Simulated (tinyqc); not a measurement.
Haynes-Shockley experiment: drift, diffusion and decay of a minority-carrier pulse: one step, computed by the program tinyqc. Command: `OMP_NUM_THREADS=1 python tinyqc.py 3113015 3113016 out.jsonl haynes walk`. One thread of a shared host (Intel(R) Xeon(R) Processor @ 2.30GHz), about 0.01 s of CPU time with the checks.

A thin sheet of excess carriers is made at x = 0, t = 0 in a long uniform bar; injection is low, so the pulse moves with the minority mobility.

Problem. Shape in time. dn(x, t) = N0/sqrt(4 pi D t) exp(-(x - v t)^2/(4 D t) - t/tau). Times are 0.7, 0.8, 0.9, 0.95, 1, 1.05, 1.1, 1.2 and 1.4 t_p.

Inputs (values chosen for the exercise, modelled on electrons in p-type germanium in a lightly doped bar):

| quantity | value | unit |
|---|---|---|
| lifetime tau | 160 | microsecond |
| temperature T | 300 | K |
| distance d to the collector | 0.25 | cm |
| injected sheet density N0 | 2.1e+09 | 1/cm^2 |

time of the peak t_p = 2.020422 microsecond

D = 106.2517 cm^2/s

drift velocity v = 123300 cm/s

peak density = 3.988851e+10 1/cm^3

Give: the table «Signal at d» with the columns t (microsecond), dn (1/cm^3), dn/peak, for t/t_p = 0.70, 0.80, 0.90, 0.95, 1.00, 1.05, 1.10, 1.20, 1.40.

Solution.

Signal at d:

| t/t_p | t (microsecond) | dn (1/cm^3) | dn/peak |
|---|---|---|---|
| 0.70 | 1.41 | 3.54e+06 | 8.87e-05 |
| 0.80 | 1.62 | 1.06e+09 | 2.66e-02 |
| 0.90 | 1.82 | 1.78e+10 | 4.47e-01 |
| 0.95 | 1.92 | 3.30e+10 | 8.26e-01 |
| 1.00 | 2.02 | 3.99e+10 | 1.00e+00 |
| 1.05 | 2.12 | 3.36e+10 | 8.41e-01 |
| 1.10 | 2.22 | 2.06e+10 | 5.17e-01 |
| 1.20 | 2.42 | 3.56e+09 | 8.92e-02 |
| 1.40 | 2.83 | 1.00e+07 | 2.52e-04 |

At 0.9 and 1.1 t_p the signal is 0.447 and 0.517 of its peak: the trailing side is the wider one.
